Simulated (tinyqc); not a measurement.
## Trap density from two Hall measurements

Inverse problem. p-type body, charge-sheet picture, full ionisation (an idealisation for deep acceptors), Boltzmann statistics for free electrons. e = Ec - EF at the surface. psi = Eg - Vt ln(Nv/Na) - e; N_dep = sqrt(2 eps0 eps_r Na (psi - Vt)/q); n_f = sqrt(N_dep^2 + 2 eps0 eps_r Vt Nc exp(-e/Vt)/q) - N_dep; Vg = Vfb + psi + q (N_dep + n_t + n_f)/Cox, Cox = eps0 eox/tox. Find e and n_t at both points and the mean trap density between them.

Parameters, values chosen for the exercise; band and dielectric values close to those of silicon:
- T = 300 K (temperature)
- Eg = 1.12 eV (band gap)
- eps_r = 11.8 (relative permittivity)
- Nc = 2.83e19 cm^-3 (conduction-band density of states at T)
- Nv = 2.67e19 cm^-3 (valence-band density of states at T)
- eox = 3.9 (relative permittivity of the insulator)
- tox = 30 nm (insulator thickness)
- Na = 3.5e15 cm^-3 (acceptor density)
- Vfb = -0.73 V (flat-band voltage without trapped charge)

Constants: q = 1.602176634e-19 C, kB = 1.380649e-23 J/K, Vt = kB T/q, eps0 = 8.8541878128e-14 F/cm where lengths are in cm. Results are converted to the units shown.

Vg (V): 0.38342873  0.72777005
free sheet density from the Hall effect (cm^-2): 4.9354624e9  5.7022625e10

Answer. Each n_f fixes e; what the gate voltage holds beyond psi, N_dep and n_f is trapped; the difference quotient is the density, smeared over a few Vt.

e (eV): 0.2230  0.1550
n_t (cm^-2): 1.457e11  2.833e11
mean trap density = 2.023e12 cm^-2 eV^-1

Numbers from tinyqc (`OMP_NUM_THREADS=1 python tinyqc.py 2222190 2222191 out.jsonl`; about 0.02 s on one thread of a shared Intel Xeon 2.30GHz).
